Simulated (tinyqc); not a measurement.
Averaged masses of warped heavy- and light-hole bands: one step. Effective density of states. Three cases, with inputs chosen for the exercise.

Problem. Nv = 2 (kT/(4 pi c))^(3/2) [m_h^(3/2) + m_l^(3/2) + mso^(3/2) exp(-Dso/kT)], c = hbar^2/2m0, parabolic bands, m_h and m_l the density-of-states masses from the grid; 1 angstrom^-3 = 1e24 cm^-3.

Constants: kB = 8.617333262e-05 eV/K; hbar^2/2m0 = 3.80998211 eV angstrom^2.

Give: prefactor; the three terms; Nv; shares.

Case 1.

Values chosen (out of a larger set: near those of Ge; not measured data): mso = 0.091 m0 (split-off mass); Dso = 0.287 eV (spin-orbit splitting); T = 300 K (temperature).

m_d heavy, light (m0): 0.344977  0.042210

Solution.

prefactor = 2.5094e+19 cm^-3

the three terms: 0.20262  0.00867  0.00000

Nv = 5.302e+18 cm^-3

shares (%): 95.9  4.1  0.0

kT/Dso = 0.09, small enough for the four-band form.

Case 2.

Values chosen (out of a larger set: near those of Si; not measured data): mso = 0.233 m0 (split-off mass); Dso = 0.043 eV (spin-orbit splitting); T = 77 K (temperature).

m_d heavy, light (m0): 0.508500  0.154686

Solution.

prefactor = 3.2631e+18 cm^-3

the three terms: 0.36261  0.06084  0.00017

Nv = 1.382e+18 cm^-3

shares (%): 85.6  14.4  0.0

kT/Dso = 0.15: thermal holes reach energies comparable with Dso, where the four-band form fails and the true Nv is larger.

Case 3.

Values chosen (out of a larger set: near those of Ge; not measured data): mso = 0.091 m0 (split-off mass); Dso = 0.297 eV (spin-orbit splitting); T = 300 K (temperature).

m_d heavy, light (m0): 0.345685  0.042313

Solution.

prefactor = 2.5094e+19 cm^-3

the three terms: 0.20325  0.00870  0.00000

Nv = 5.319e+18 cm^-3

shares (%): 95.9  4.1  0.0

kT/Dso = 0.09, small enough for the four-band form.

Computed by tinyqc, one run a case: `OMP_NUM_THREADS=1 python tinyqc.py N N+1 out.jsonl` with N = 1080338, 1080476, 1080792; one thread of a shared Intel(R) Xeon(R) Processor @ 2.30GHz, about 0.03 s a run at most.
